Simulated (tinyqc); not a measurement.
One-sided p+-n junction, ionisation integral and breakdown: two steps of the calculation.

A p+ layer at x < 0 and an n drift layer from x = 0. Depletion approximation, built-in voltage neglected. Local ionisation coefficients alpha_n = an exp(-(bn/E)^mx), alpha_p = ap exp(-(bp/E)^mx). Electrons move towards +x, holes towards x = 0.

Values chosen for this exercise; material values close to those of gallium nitride:
- eps_r = 9.46 (relative permittivity)
- an = 2.97e8 1/cm (prefactor of the electron ionisation coefficient)
- bn = 3.43e7 V/cm (field constant for electrons)
- ap = 1.43e8 1/cm (prefactor of the hole ionisation coefficient)
- bp = 1.99e7 V/cm (field constant for holes)
- mx = 1 (exponent)
- N = 1.3e16 cm^-3 (donor density of the drift layer)
- V = 1020 V (reverse voltage)
- fr = 0.6 (share of the depleted width that the grid covers)

Constants: q = 1.602176634e-19 C, eps0 = 8.8541878128e-14 F/cm where lengths are in cm. Results are converted to the units shown.

Task 1. Field and ionisation coefficients on a grid. W = sqrt(2 eps0 eps_r V/(q N)), peak field E0 = q N W/(eps0 eps_r), falling linearly to 0 at W. Grid: 12 equal steps from 0 to fr W.

Give: W; x; E; alpha_n; alpha_p.

Result 1.

W = 9.057 um

```
point  x (um)  E (kV/cm)  alpha_n (1/cm)  alpha_p (1/cm)
0       0.000       2252           72.26         2.080e4
1       0.453       2140           32.42         1.307e4
2       0.906       2027           13.30            7794
3       1.359       1914           4.917            4375
4       1.811       1802           1.605            2285
5       2.264       1689          0.4511            1094
6       2.717       1577          0.1058           471.6
7       3.170       1464         0.01984           178.6
8       3.623       1351        0.002816           57.54
9       4.076       1239        2.802e-4           15.09
10      4.529       1126        1.758e-5           3.026
11      4.982       1014        5.960e-7          0.4248
12      5.434      900.9        8.671e-9         0.03650
```

Task 2. Ionisation integrals by the trapezoid rule. G(x) = integral from 0 to x of (alpha_n - alpha_p); I_n = integral of alpha_n exp(-G) (electrons injected at x = 0), I_p = integral of alpha_p exp(G(end) - G) (holes injected at the far edge); M = 1/(1 - I). All integrals by the trapezoid rule on the grid.

```
point     x (um)  alpha_n (1/cm)  alpha_p (1/cm)
0      0.0000000       72.256176       20803.089
1      0.4528748       32.417234       13066.808
2      0.9057496       13.304521       7794.1968
3      1.3586244       4.9172175       4374.9536
4      1.8114992       1.6047397       2284.6821
5      2.2643740      0.45107402       1094.1036
6      2.7172488      0.10576801       471.63935
7      3.1701235     0.019840572       178.62359
8      3.6229983    0.0028159222       57.542541
9      4.0758731    2.8023179e-4       15.086686
10     4.5287479    1.7578973e-5       3.0263533
11     4.9816227    5.9599424e-7      0.42482171
12     5.4344975    8.6706721e-9     0.036501905
```

Wanted: G; alpha_n exp(-G); I_n; I_p; M_n; M_p.

Result 2.

```
point        G  alpha_n exp(-G) (1/cm)
0       0.0000                  72.256
1      -0.7646                  69.635
2      -1.2359                  45.787
3      -1.5110                  22.282
4      -1.6617                   8.454
5      -1.7382                   2.565
6      -1.7736                   0.623
7      -1.7883                   0.119
8      -1.7937                   0.017
9      -1.7953                   0.002
10     -1.7957                   0.000
11     -1.7958                   0.000
12     -1.7958                   0.000
```

I_n = 0.0084059
I_p = 0.80948
M_n = 1.0085
M_p = 5.2488

Numbers from tinyqc (`OMP_NUM_THREADS=1 python tinyqc.py 2120026 2120027 out.jsonl`; about 0.06 s on one thread of a shared Intel Xeon 2.30GHz).
